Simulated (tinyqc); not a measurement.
MOSFET in saturation, small-signal circuit and noise: effect of the overlap and fringe capacitance per side on speed and noise.

Bias by the inversion coefficient IC = I/Ispec (charge-based model with velocity saturation; weak inversion below 0.1, strong above 10). Common-source circuit: gm, gds, Cgs, Cgd and Cj at the inner nodes, Rg in series with the gate; quasi-static, no source or drain resistance, no gate-body capacitance, no substrate network, no induced gate noise, so fmax is an upper estimate.

Ispec = 2 n mu Cox (W/L) Vt^2, lc = Ls/L, gms = [sqrt((lc IC + 1)^2 + 4 IC) - 1]/[2 + lc (lc IC + 1)], gm = gms Ispec/(n Vt), gds = sg gm. qs = [sqrt(1 + 4 IC) - 1]/2, Cgs = Cox W L qs (2 qs + 3)/(3 (qs + 1)^2) + Cov W, Cgd = Cov W, Cd = Cj W, Rg = Rsh (Wf/L)/(12 Nf) + Rc/W with Nf = W/Wf fingers (not rounded) contacted at both ends. fT = gm/(2 pi (Cgs + Cgd)), fmax = fT/(2 sqrt(Rg (gds + 2 pi fT Cgd))). Channel noise Sid = 4 kB T gam n gm with gam = (1/2 + (2/3) qs)/(1 + qs) + gw lc IC, qs = [sqrt(1 + 4 IC) - 1]/2, lc = Ls/L (the last term an empirical rise with velocity saturation); at the gate, white noise Sw = Sid/gm^2 + 4 kB T Rg. Number fluctuation with correlated mobility: S(f) = K/f, K = q^2 Vt lt Nt/(W L Cox^2) (1 + ac mu Cox I/gm)^2, Vt in eV with Nt per eV. Corner fc = K/Sw. IC is held fixed.

Parameters, values chosen for the exercise: temperature T = 350 K; gate length L = 65 nm; total gate width W = 40 um; gate capacitance Cox = 1.04 uF/cm^2; mobility mu = 130 cm^2/(V s); slope factor n = 1.31; velocity-saturation length Ls = 20 nm; ratio gds/gm sg = 0.032; drain junction capacitance Cj = 0.73 fF/um; sheet resistance of the gate Rsh = 5 ohm; finger width Wf = 2 um; gate contact and vertical resistance Rc = 50 ohm um; inversion coefficient IC = 9.6; short-channel excess of the noise factor gw = 0.04; oxide trap density Nt = 1.8e18 cm^-3 eV^-1; tunnelling length into the oxide lt = 0.1 nm; Coulomb scattering coefficient ac = 3000 V s/C.

Constants: q = 1.602176634e-19 C, kB = 1.380649e-23 J/K, Vt = kB T/q. Results are converted to the units shown.

The same in every row: I (uA) = 1903.6; Rg (ohm) = 1.8910; sqrt(Sw) (nV/Hz^0.5) = 1.3875; fc (MHz) = 299.11.

Result of one run:
```
Cov (fF/um)	fT (GHz)	fmax (GHz)
0.65	23.584	132.79
```

What becomes of these results when the overlap and fringe capacitance per side Cov is changed from 0.65 to 0.05 fF/um, all else the same?

Result of the changed run:
```
Cov (fF/um)	fT (GHz)	fmax (GHz)
0.05	83.580	821.83
```

The whole series:
```
Cov (fF/um)	fT (GHz)	fmax (GHz)
0.05	83.580	821.83
0.15	58.695	424.30
0.25	45.228	292.59
0.35	36.788	224.40
0.45	31.002	182.30
0.55	26.789	153.62
0.65	23.584	132.79
```

As Cov goes from 0.05 to 0.65 fF/um, fT falls from 83.6 to 23.6 GHz, fmax falls from 822 to 133 GHz, the white noise stays at 1.39 nV/Hz^0.5 and the corner stays at 299 MHz. In every row fmax exceeds 4 fT, where channel resistance and substrate losses, left out here, would cap it.

Numbers from tinyqc (`OMP_NUM_THREADS=1 python tinyqc.py 2150103 2150104 out.jsonl`; about 0.01 s on one thread of a shared Intel Xeon 2.30GHz).
